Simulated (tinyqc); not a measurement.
Short-channel transistor, virtual-source model with series resistance: effect of the apparent mobility on the on and off currents.

The current per gate width is the charge at the top of the source barrier (the virtual source) times its velocity times a saturation function; al and be are fitting constants of the model. Units: I in uA/um, Rs in ohm um, so I Rs = 1e-6 I Rs in volts; Q in uC/cm^2, so I = 1e-4 Q vx0 Fsat with vx0 in cm/s.

Intrinsic voltages Vg' = Vgs - I Rs, Vd' = Vds - 2 I Rs. n = n0 + nd Vd', VT = VT0 - dl Vd', Ff = 1/(1 + exp((Vg' - VT + al Vt/2)/(al Vt))), Q = Cinv n Vt ln(1 + exp((Vg' - VT + al Vt Ff)/(n Vt))), Vdsat = (vx0 L/mu)(1 - Ff) + Vt Ff, Fsat = u/(1 + u^be)^(1/be) with u = Vd'/Vdsat, and I = Q vx0 Fsat per width. I is solved self-consistently. Ion is I at Vgs = Vds = 1 V, Ioff at Vgs = 0, Vds = 1 V, and Rlin = Vds/I at Vgs = 1 V, Vds = 0.05 V.

Parameters, values chosen for the exercise: temperature T = 300 K; inversion capacitance Cinv = 3.81 uF/cm^2; velocity at the virtual source vx0 = 1.33e7 cm/s; channel length L = 20 nm; threshold at zero drain voltage VT0 = 0.425 V; drain-induced barrier lowering dl = 0.189 V/V; subthreshold factor n0 = 1.34; growth of n with drain voltage nd = 0 1/V; threshold shift (in units of Vt) from weak to strong inversion al = 3.5; sharpness of saturation be = 2; series resistance of each contact Rs = 120 ohm um.

Constants: q = 1.602176634e-19 C, kB = 1.380649e-23 J/K, Vt = kB T/q. Results are converted to the units shown.

Effect of the apparent mobility on the on and off currents:

| mu (cm^2/(V s)) | Ion (uA/um) | Ioff (nA/um) | log10(Ion/Ioff) | Rlin (ohm um) |
|---|---|---|---|---|
| 50 | 1763 | 1949 | 2.957 | 425.7 |
| 85 | 1941 | 1952 | 2.998 | 350.1 |
| 140 | 2035 | 1953 | 3.018 | 307.3 |
| 240 | 2081 | 1954 | 3.027 | 279.5 |
| 410 | 2098 | 1954 | 3.031 | 263.2 |
| 700 | 2105 | 1954 | 3.032 | 253.6 |
| 1200 | 2107 | 1954 | 3.033 | 248.0 |
| 2000 | 2108 | 1954 | 3.033 | 244.8 |

Read the table: what changes, and by how much?

As mu goes from 50 to 2000 cm^2/(V s), Ion rises from 1760 to 2110 uA/um, Ioff stays near 1950 nA/um and Rlin falls from 426 to 245 ohm um. Ion changes by a factor of 1.20 and Ioff by 1.00. Below threshold Vdsat is near Vt, so L and mu hardly reach the off current. In every row the off current passes 1 uA/um, so the device is hardly off at Vgs = 0.

Program tinyqc, `OMP_NUM_THREADS=1 python tinyqc.py 2380020 2380021 out.jsonl`; Intel Xeon 2.30GHz, shared host, one thread, about 0.01 s.
